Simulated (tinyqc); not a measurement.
## Fermi-level pinning from two metals

Question. Cowley-Sze model with the space charge neglected: phiB = S (phiM - chi) + (1 - S)(Eg - phi0), S = 1/(1 + q Dit dl/(eps0 ei)), dl in cm. Find S, phi0 and Dit.

Parameters, values chosen for the exercise; band and dielectric values close to those of silicon:
```
symbol,value,unit,meaning
Eg,1.13,eV,band gap
chi,4.09,eV,electron affinity
dl,0.6,nm,thickness of the interfacial layer
ei,2,,relative permittivity of the interfacial layer
```

Constants: q = 1.602176634e-19 C, eps0 = 8.8541878128e-14 F/cm where lengths are in cm. Results are converted to the units shown.

barriers for metals with phiM = 4.48 and 5.01 eV (eV): 0.45708140  0.87934461

Answer. S is the slope of phiB against phiM; either barrier then gives phi0, and S gives Dit.

S = 0.7967
phi0 = 0.4100 eV
Dit = 4.700e12 cm^-2 eV^-1

Numbers from tinyqc (`OMP_NUM_THREADS=1 python tinyqc.py 2020171 2020172 out.jsonl`; about 0.2 s on one thread of a shared Intel Xeon 2.30GHz).
